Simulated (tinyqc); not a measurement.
Schottky barrier with interface states (Cowley-Sze model), image lowering and contact resistance. Changing the optical dielectric constant eps_opt. Computed by tinyqc, a small Python program. Command: `OMP_NUM_THREADS=1 python tinyqc.py 3004072 3004073 out.jsonl pinning sweep`. One thread of a shared host (Intel(R) Xeon(R) Processor @ 2.30GHz), about 0.02 s of CPU time with the checks.

An n-type semiconductor under a metal. The barrier lies between the Schottky-Mott limit phi_M - chi and the Bardeen limit E_g - E_n, E_n being the neutrality level of the interface states; the space-charge term of the full Cowley-Sze expression is left out.

Inputs (values chosen for the exercise, with gap, mass and screening modelled on InP):

| quantity | value | unit |
|---|---|---|
| gap E_g | 1.34 | eV |
| electron affinity chi | 4.43 | eV |
| metal work function phi_M | 5.5 | eV |
| neutrality level E_n above the valence band | 0.233 | eV |
| dielectric constant eps_s | 12.3 | - |
| electron mass m_e | 0.0813 | m_0 |
| valleys M_c | 1 | - |
| donor density N | 9.7e+16 | cm^-3 |
| temperature T | 350 | K |
| reverse bias V_r | 2.8 | V |

Pinning factor from: Moench relation.

Constants: k_B = 8.617333262e-05 eV/K; m_0 = 9.1093837015e-31 kg; k_B = 1.380649e-23 J/K; h = 6.62607015e-34 J s; eps_0 = 8.8541878128e-12 F/m; e = 1.602176634e-19 C.

Method:
- S = 1/(1 + 0.1 (eps_opt - 1)^2), an empirical relation for metal-induced gap states.
- phi_B = S (phi_M - chi) + (1 - S)(E_g - E_n); the hole barrier is E_g - phi_B.
- N_c = 2 M_c (2 pi m_e k_B T/h^2)^(3/2); xi = E_c - E_F solves N = N_c F_1/2(-xi/k_B T) (bisection; full ionisation).
- F_1/2(eta) = (2/sqrt(pi)) int_0^infinity sqrt(x)/(1 + exp(x - eta)) dx, by the trapezoid rule in t = sqrt(x) with step 0.02 up to t = 12 (for eta < -12 by exp(eta) - exp(2 eta)/2^(3/2)).
- V_bi = phi_B - xi; W = sqrt(2 eps_s eps_0 (V_bi + V_r - k_B T/e)/(e N)); field at the metal E_m = e N W/(eps_s eps_0); image lowering sqrt(e E_m/(4 pi eps_s eps_0)).
- A* = 4 pi e m_e M_c k_B^2/h^3 (a simple valley count); J_s = A* T^2 exp(-phi/k_B T).
- J_0 uses phi_B; the reverse current uses phi_B less the image lowering, times 1 - exp(-V_r/k_B T).

One run for each value:

| optical dielectric constant eps_opt | pinning factor S | barrier phi_B (eV) | J_0 (A/cm^2) |
|---|---|---|---|
| 2.0 | 0.9091 | 1.073 | 4.191e-10 |
| 2.7 | 0.7758 | 1.078 | 3.558e-10 |
| 3.6 | 0.5967 | 1.085 | 2.856e-10 |
| 4.9 | 0.3967 | 1.092 | 2.235e-10 |
| 6.6 | 0.2418 | 1.098 | 1.848e-10 |
| 8.8 | 0.1412 | 1.102 | 1.634e-10 |
| 12.0 | 0.0763 | 1.104 | 1.509e-10 |
| 16.0 | 0.0426 | 1.105 | 1.447e-10 |

Describe and explain the trends.

Over the rows, pinning factor S falls from 0.909 to 0.0426 (exponent d ln y / d ln x -0.53 between the first rows and -2.0 between the last); barrier phi_B (eV) rises from 1.07 to 1.11 (exponent d ln y / d ln x 0.015 between the first rows and 0.0039 between the last); J_0 (A/cm^2) falls from 4.19e-10 to 1.45e-10 (exponent d ln y / d ln x -0.54 between the first rows and -0.14 between the last). In this relation a more polarisable host pins more strongly; the gap and E_n are held here, though in real series they change with eps_opt.
